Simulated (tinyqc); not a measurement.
Filling against narrowing: heavy doping: band filling, gap narrowing, band tails and the effective intrinsic density. Computed by tinyqc, a small Python program. Command: `OMP_NUM_THREADS=1 python tinyqc.py 3012390 3012391 out.jsonl gapnarrow walk`. One thread of a shared host (Intel(R) Xeon(R) Processor @ 2.30GHz), about 0.03 s of CPU time with the checks.

An n-type crystal above its Mott density, with all dopants ionised: n = N_D - N_A, ionised centres N_I = N_D + N_A. Valleys are taken as spherical with mass m_e.

Inputs (values chosen for the exercise, for a model semiconductor):

| quantity | value | unit |
|---|---|---|
| gap E_g | 1.39 | eV |
| electron mass m_e | 0.0579 | m_0 |
| valleys M_c | 1 | - |
| hole mass m_h | 0.376 | m_0 |
| dielectric constant eps | 16.4 | - |
| donor density N_D | 4.8e+18 | cm^-3 |
| compensation ratio N_A/N_D | 0.5 | - |
| temperature T | 400 | K |

Conduction band: non-parabolic (Kane).

Constants: a_0 = 0.529177210903 angstrom; Ry = 13.605693123 eV; hbar^2/(2 m_0) = 3.80998212 eV angstrom^2; k_B = 8.617333262e-05 eV/K; e = 1.602176634e-19 C; eps_0 = 8.8541878128e-12 F/m; e^2/(4 pi eps_0) = 14.39964548 eV angstrom.

Method:
- n = N_D (1 - ratio); Ry* = Ry m_e/eps^2, a* = a_0 eps/m_e; r_s = (3/(4 pi n))^(1/3)/a*; k_F = (3 pi^2 n/M_c)^(1/3); Mott density (0.26/a*)^3.
- n = M_c (1/(2 pi^2)) (m_e/(hbar^2/2m_0))^(3/2) int sqrt(E (1 + aE)) (1 + 2 aE) f dE with a = (1 - m_e)^2/E_g, f = 1/(1 + exp((E - E_F)/k_B T)); trapezoid rule in t = sqrt(E/k_B T), step 0.02 up to 12; E_F by bisection from the band edge.
- Screening: q^2 = (e/(eps eps_0)) dn/dE_F. Exchange lowers the conduction band by (1/pi) k_F e^2/(4 pi eps_0 eps) (T = 0 Hartree-Fock at k_F, taken as a rigid shift). Screening raises the valence band by (q/2) e^2/(4 pi eps_0 eps) (static Coulomb hole). The narrowing is the sum; electron correlation and carrier-ion shifts are left out. Root-mean-square potential of randomly placed ions: V_rms = (e^2/(4 pi eps_0 eps)) sqrt(2 pi N_I/q).
- Absorption edge of a direct gap, from the valence band at k_F (T = 0 value) to the Fermi level: E_g - narrowing + E_F + (hbar^2/2m_0) k_F^2/m_h, k_F = (3 pi^2 n)^(1/3); the shift is the edge less E_g. n p/n_i^2 = exp(narrowing/k_B T) x (n/N) exp(-E_F/k_B T), N being the limit of n exp(-E_F/k_B T) far below the edge (taken at E_F = -12 k_B T); apparent narrowing = k_B T ln(n p/n_i^2).
- The compensation ratio is held; the absorption edge is given only for E_F above 2 k_B T.

n = 2.40e+18 cm^-3

Mott density = 5.21940e+15 cm^-3

Against carrier density (energies in meV):

| n (cm^-3) | E_F | narrowing | apparent narrowing | V_rms | shift of the absorption edge |
|---|---|---|---|---|---|
| 2.40e+17 | -25.86 | 8.982 | 4.22 | 20.597 | - |
| 4.80e+17 | 2.69 | 11.603 | 2.18 | 25.170 | - |
| 9.60e+17 | 35.62 | 14.784 | -3.68 | 31.292 | - |
| 1.70e+18 | 68.58 | 17.829 | -13.90 | 38.002 | - |
| 2.40e+18 | 92.37 | 19.864 | -23.77 | 42.982 | 89.90 |
| 3.80e+18 | 130.45 | 22.849 | -43.02 | 50.902 | 131.22 |
| 6.00e+18 | 177.79 | 26.199 | -71.26 | 60.414 | 183.61 |
| 9.60e+18 | 239.36 | 30.153 | -112.68 | 72.113 | 253.01 |

What does the comparison show, and why?

Narrowing grows with exponent 0.30 between the last rows (exchange goes as n^(1/3), the Coulomb hole as n^(1/6) in a degenerate parabolic band) and E_F with 0.63 (2/3 for a parabolic band at T = 0, towards 1/3 in a Kane band). The apparent narrowing falls over all rows, since E_F grows faster than the narrowing. In rows with E_F below 2 k_B T the T = 0 exchange term is overstated. Where V_rms is above half of E_F, band tails blur the edge by more than small net shifts. Filling outweighs narrowing at the absorption edge in every degenerate row (a net Burstein-Moss blue shift).
